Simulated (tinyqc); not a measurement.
Free and trapped electrons in a MOS channel with a dense trap tail: two steps of the calculation.

p-type body, charge-sheet picture, full ionisation (an idealisation for deep acceptors), Boltzmann statistics for free electrons. e = Ec - EF at the surface. Acceptor-like traps of density D(E) = D0 + De exp(-E/Ew) at depth E below Ec, from 0 to Eu, hold n_t = integral of D(E)/(1 + exp((e - E)/Vt)). psi = Eg - Vt ln(Nv/Na) - e; N_dep = sqrt(2 eps0 eps_r Na (psi - Vt)/q); n_f = sqrt(N_dep^2 + 2 eps0 eps_r Vt Nc exp(-e/Vt)/q) - N_dep; Vg = Vfb + psi + q (N_dep + n_t + n_f)/Cox, Cox = eps0 eox/tox.

Parameters, values chosen for the exercise; band and dielectric values close to those of silicon: temperature T = 300 K; band gap Eg = 1.14 eV; relative permittivity eps_r = 11.8; conduction-band density of states at T Nc = 2.77e19 cm^-3; valence-band density of states at T Nv = 2.67e19 cm^-3; relative permittivity of the insulator eox = 3.9; insulator thickness tox = 40 nm; acceptor density Na = 6.5e16 cm^-3; flat-band voltage without trapped charge Vfb = -0.7 V; constant background density of acceptor-like traps D0 = 3.1e10 cm^-2 eV^-1; density of the tail at the conduction edge De = 4.7e12 cm^-2 eV^-1; decay energy of the tail Ew = 0.1 eV; depth below Ec down to which the traps reach Eu = 0.8 eV; mobility of free electrons mf = 130 cm^2/(V s); Ec - EF at the surface e = 0.059 eV.

Constants: q = 1.602176634e-19 C, kB = 1.380649e-23 J/K, Vt = kB T/q, eps0 = 8.8541878128e-14 F/cm where lengths are in cm. Results are converted to the units shown.

Question 1. Trapped charge. Trapezoid rule on 16 equal steps from 0 to Eu, f = 1/(1 + exp((e - E)/Vt)).

Give: E; D(E) f; n_t.

Answer 1.

```
point   E (eV)  D(E) f (cm^-2 eV^-1)
0            0              4.381e11
1      0.05000              1.193e12
2       0.1000              1.461e12
3       0.1500              1.049e12
4       0.2000              6.642e11
5       0.2500              4.165e11
6       0.3000              2.650e11
7       0.3500              1.729e11
8       0.4000              1.171e11
9       0.4500              8.321e10
10      0.5000              6.267e10
11      0.5500              5.021e10
12      0.6000              4.265e10
13      0.6500              3.807e10
14      0.7000              3.529e10
15      0.7500              3.360e10
16      0.8000              3.258e10
```

n_t = 2.959e11 cm^-2

Question 2. Charges and gate voltage. psi, N_dep, n_f and Vg as defined, with the n_t given; free share n_f/(n_f + n_t); apparent mobility mf n_f/(n_f + n_t); gate voltage spent on traps q n_t/Cox.

n_t = 2.9594618e11 cm^-2

Find: psi; N_dep; n_f; Vg; free share; apparent mobility; gate voltage spent on traps.

Answer 2.

psi = 0.92542 V
N_dep = 8.7327e11 cm^-2
n_f = 4.3660e11 cm^-2
Vg = 3.2057 V
free share = 59.600 %
apparent mobility = 77.481 cm^2/(V s)
gate voltage spent on traps = 0.54925 V

Numbers from tinyqc (`OMP_NUM_THREADS=1 python tinyqc.py 2222210 2222211 out.jsonl`; about 0.02 s on one thread of a shared Intel Xeon 2.30GHz).
